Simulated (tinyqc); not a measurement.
Hot electrons in a saturated n-channel MOSFET, lucky-electron model: two steps of the calculation.

Beyond pinch-off the lateral field grows as Esat cosh(y/l) over the velocity-saturated region (pseudo-two-dimensional model). Impact ionisation in this region gives the substrate current, which biases the body forward through Rsub. Currents are per width. Local-field laws: they overstate ionisation when the field peak is narrower than an energy relaxation length.

Inputs (values chosen for the exercise); values close to those of silicon n-channel devices:
- L = 1.2 um (channel length)
- tox = 27 nm (oxide thickness)
- xj = 490 nm (junction depth)
- VT = 0.68 V (threshold)
- mu = 430 cm^2/(V s) (effective mobility)
- vs = 7.6e6 cm/s (saturation velocity)
- Ai = 2e6 1/cm (ionisation prefactor)
- Bi = 1.72 MV/cm (ionisation field)
- Rd = 0 ohm um (resistance of the lightly doped drain)
- Rsub = 6700 ohm um (substrate resistance)
- kb = 0.24 (fall of VT per volt of forward body bias)
- Vd = 4.5 V (drain voltage)
- Vg = 2 V (gate voltage)

Constants: eps0 = 8.8541878128e-14 F/cm where lengths are in cm. Results are converted to the units shown.

Problem 1. Length and field scales. Cox = 3.9 eps0/tox, l = sqrt(3 tox xj), Esat = 2 vs/mu.

Find: Cox; l; Esat; Esat L.

Solution 1.

Cox = 0.12789 uF/cm^2
l = 199.22 nm
Esat = 0.035349 MV/cm
Esat L = 4.2419 V

Problem 2. Body bias from the substrate current. Cox = 3.9 eps0/tox. Overdrive g = Vg - VT + kb Vb; Vdsat = g Esat L/(g + Esat L); Id = Cox vs (g - Vdsat); dV = Vd - Id Rd - Vdsat; Em = sqrt((dV/l)^2 + Esat^2); Isub = Id (Ai/Bi) l Em exp(-Bi/Em). Vb(new) = Rsub Isub.

Vb at the start = 0 V
l = 199.22349 nm
Esat = 0.035348837 MV/cm

Find: Vdsat; Id; dV; Em; Isub; Vb after iteration 1.

Solution 2.

Vdsat = 1.007 V
Id = 30.45 uA/um
dV = 3.493 V
Em = 0.1789 MV/cm
Isub = 0.008412 uA/um
Vb after iteration 1 = 5.636e-5 V

Numbers from tinyqc (`OMP_NUM_THREADS=1 python tinyqc.py 2550126 2550127 out.jsonl`; about 0.01 s on one thread of a shared Intel Xeon 2.30GHz).
